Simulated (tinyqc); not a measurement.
From V/G_S back to gradient in the melt G_L: crystal pulling from the melt: segregation, interface stability, heat balance and point-defect regime. Computed by tinyqc, a small Python program. Command: `OMP_NUM_THREADS=1 python tinyqc.py 3013101 3013102 out.jsonl pull inv`. One thread of a shared host (Intel(R) Xeon(R) Processor @ 2.30GHz), about 0.01 s of CPU time with the checks.

A dilute solute; steady pulling with a flat interface unless it is found unstable.

Inputs (values chosen for the exercise):
```
quantity,value,unit
pull rate V,1.1,mm/min
solid conductivity k_S,22.9,W/(m K)
melt conductivity k_L,65.1,W/(m K)
latent heat per volume L,4110,J/cm^3
critical ratio xi_c,0.13,mm^2/(min K)
```

Method. k_S G_S = k_L G_L + L V; the largest rate for this G_S, with G_L = 0, is k_S G_S/L. Voronkov: the crystal grows vacancy-rich if V/G_S > xi_c and interstitial-rich if below; at fixed G_L the neutral rate solves V = xi_c G_S(V).

Task: A run gave the result below. Find the gradient in the melt G_L, known to lie between 7.2 and 17 K/cm.

V/G_S = 0.1631673 mm^2/(min K)

Result:

Each step takes the trial c = (a f_b - b f_a)/(f_b - f_a), f being the result less the target and a, b, c the logarithms of the listed values; c replaces end b, the old b replaces a if the sign of f changed, and otherwise f_a is halved.

Scan of the range:
```
gradient in the melt G_L (K/cm),V/G_S (mm^2/(min K))
7.20,0.206100
8.31,0.194595
9.59,0.182827
11.10,0.170651
12.80,0.158749
14.70,0.147269
17.00,0.135416
```

False position (Illinois rule, in the logarithm of the input) inside the bracket:
```
step,end a,end b,trial,V/G_S (mm^2/(min K))
1,11.1000,12.8000,12.1405,0.163164
2,11.1000,12.1405,12.1395,0.163171
3,12.1405,12.1395,12.1400,0.163167
```

V/G_S falls at every point of a 13-point scan of the range (every second point is shown), so one value fits; it is bracketed by 11.1 and 12.8. Answer: gradient in the melt G_L = 12.14 K/cm.
